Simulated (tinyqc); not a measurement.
Gas flow in a process chamber: flow regimes, conductance, effective pumping speed, pump-down, outgassing and purge: one step, computed by the program tinyqc. Command: `OMP_NUM_THREADS=1 python tinyqc.py 3120978 3120979 out.jsonl pump walk`. One thread of a shared host (Intel(R) Xeon(R) Processor @ 2.30GHz), about 0.06 s of CPU time with the checks.

Ideal gas, isothermal flow, a pump of constant speed at the end of a round pipe; process gas, volume gas and outgassing are given the same properties. 1 sccm = 101325 Pa x 1e-6 m^3/60 s x T/273.15 K.

Task: Molecular flow. Mean speed c = sqrt(8 k_B T/(pi m)); aperture conductance C_a = c pi d^2/16; molecular pipe C_m = C_a/(1 + 3 l/(4 d)) (Dushman form); viscous pipe C_v = pi d^4 p_mean/(128 eta l); Knudsen interpolation C = C_v + C_m (1 + x)/(1 + 1.24 x), x = d p_mean sqrt(m/(k_B T))/eta. Effective speed 1/S_eff = 1/S + 1/C_m; time constant V/S_eff; pressure at which the free path k_B T/(sqrt2 pi d_m^2 p) equals d.

Inputs (values chosen for the exercise, modelled on hydrogen near room temperature):

| quantity | value | unit |
|---|---|---|
| molar mass M | 2.016 | g/mol |
| molecular diameter | 0.27 | nm |
| temperature T | 300 | K |
| chamber volume V | 190 | L |
| pipe diameter d | 16 | cm |
| pipe length l | 18 | cm |
| pump speed S | 240 | L/s |

Constants: k_B = 1.380649e-23 J/K; u = 1.6605390666e-27 kg.

Give: mean speed c; C_a; C_m; S_eff in molecular flow; time constant; pressure where the free path equals d.

Result:

mean speed c = 1775.0 m/s

C_a = 8922.2 L/s

C_m = 4839.2 L/s

S_eff in molecular flow = 228.66 L/s

time constant = 0.83093 s

pressure where the free path equals d = 0.079927 Pa

The pipe passes on 95 % of the pump speed.
